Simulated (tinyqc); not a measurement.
Strain dependence: valley-orbit splitting of a donor ground state, with strain. Computed by tinyqc, a small Python program. Command: `OMP_NUM_THREADS=1 python tinyqc.py 3018753 3018754 out.jsonl valleyorbit walk`. One thread of a shared host (Intel(R) Xeon(R) Processor @ 2.30GHz), about 0.01 s of CPU time with the checks.

The basis is the 1s envelope in each valley; energies are counted from the unstrained conduction-band edge. The strain is e_s (a a^T - 1/3) for the unit stress axis a, so valley j along n_j moves by Xi_u e_s w_j with w_j = (n_j.a)^2 - 1/3: +1/3 for [111] and [-1-11], -1/3 for the others.

Inputs (values chosen for the exercise, for a model many-valley semiconductor):
```
quantity                            value  unit
single-valley binding energy E_0     12.1   meV
central-cell shift Lambda            0.99   meV
coupling Delta_1                     0.66   meV
shear deformation potential Xi_u     16.7    eV
shear strain e_s                  0.00033     -
```

Valleys: four along <111>. Stress axis: [110].

Method:
- By symmetry: E(A1) = E_0 + Lambda + 3 Delta_1 (one state), E(T2) = E_0 + Lambda - Delta_1 (three), as binding energies.
- H_jj = -(E_0 + Lambda) + Xi_u e_s w_j; H_jk = -Delta_1 between any two valleys.
- The contact hyperfine ratio is A/A_0 = (sum_j c_j)^2/(number of valleys), c_j the valley amplitudes of the ground state; binding from the lowest valley edge.

E(A1) = 15.07 meV

Against strain:
```
e_s        Xi_u e_s (w_max - w_min) (meV)  binding (meV)  gap to next level (meV)    A/A_0
-0.002600                         -28.947         13.810                   1.3801  0.54541
-0.000990                         -11.022         13.906                   1.4759  0.61647
-0.000330                          -3.674         14.175                   1.7451  0.79177
-0.000099                          -1.102         14.629                   2.1993  0.96140
0.000099                            1.102         14.629                   2.1993  0.96140
0.000330                            3.674         14.175                   1.7451  0.79177
0.000990                           11.022         13.906                   1.4759  0.61647
0.002600                           28.947         13.810                   1.3801  0.54541
```

What does the comparison show, and why?

A/A_0 falls for either sign of strain, to 0.545 and 0.545 at the ends; its limits are the shares of the valleys that end up lowest, 2/4 under compression and 2/4 under tension. Near zero strain A/A_0 changes in second order, the binding in first. The binding energy drops from 15.07 meV to 13.81 and 13.81 meV, since fewer valleys share the valley-orbit gain.

Extremes, crossings and ranges named in words are read from the listed rows.
